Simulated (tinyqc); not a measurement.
# Polarisation charge from two barrier thicknesses

Problem. VT = phiB - dEc - q sigma d/(eps0 eps_r). Find sigma, phiB - dEc and the thickness at which VT = 0.

Inputs (values chosen for the exercise):
- eps_r = 9.2 (relative permittivity of barrier and channel)

Constants: q = 1.602176634e-19 C, eps0 = 8.8541878128e-14 F/cm where lengths are in cm. Results are converted to the units shown.

VT for d = 15 and 25 nm (V): [-4.5842818, -8.1723097]

Solution. VT is linear in d.

sigma = 1.82e13 cm^-2
phiB - dEc = 0.798 V
thickness for VT = 0 = 2.22 nm

Computed by the program tinyqc: `OMP_NUM_THREADS=1 python tinyqc.py 2570129 2570130 out.jsonl`, one thread of a shared Intel Xeon 2.30GHz, about 0.02 s for the whole run.
